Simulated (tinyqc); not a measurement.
IGBT as a p-i-n diode in series with a MOS channel, on-state and switching loss: one step of the calculation.

High injection (n = p) in a drift layer from x = -W/2 (anode) to +W/2 (cathode side), recombination only in the layer with lifetime tau, ideal emitters. The channel feeds the cathode side and carries the whole current. Auger recombination, carrier-carrier scattering, emitter losses and the carrier dip under the p body are left out.

Problem. On-state voltage. n(x) = (tau J/(2 q La))[cosh(x/La)/sinh y - B sinh(x/La)/cosh y]. Vm = Vt [(8 b/(b + 1)^2)(sinh y/s) arctan(s sinh y) + B ln((1 + B tanh^2 y)/(1 - B tanh^2 y))], s = sqrt(1 - B^2 tanh^2 y); Vj = Vt ln(n(-W/2) n(W/2)/ni^2), ni = sqrt(Nc Nv) exp(-Eg/(2 Vt)), Eg in volts; Vc = J Rch; Von = Vm + Vj + Vc.

Inputs (values chosen for the exercise); material values close to those of silicon:
- T = 300 K (temperature)
- Eg = 1.13 eV (band gap)
- Nc = 2.82e19 cm^-3 (conduction-band density of states at T)
- Nv = 2.67e19 cm^-3 (valence-band density of states at T)
- tau = 14 us (high-injection lifetime)
- J = 100 A/cm^2 (current density)
- Rch = 3.8 mohm cm^2 (channel and accumulation resistance)

Constants: q = 1.602176634e-19 C, kB = 1.380649e-23 J/K, Vt = kB T/q. Results are converted to the units shown.

b = 2.9166667
B = 0.48936170
La = 160.85398 um
y = 1.0879433

Wanted: Vm; Vj; Vc; Von.

Solution.

Vm = 0.057592 V
Vj = 0.90054 V
Vc = 0.38000 V
Von = 1.3381 V

Vm does not depend on J, since the carrier density grows with it. Junctions, layer and channel take 67, 4.3 and 28 % of Von.

Numbers from tinyqc (`OMP_NUM_THREADS=1 python tinyqc.py 2590041 2590042 out.jsonl`; about 0.01 s on one thread of a shared Intel Xeon 2.30GHz).
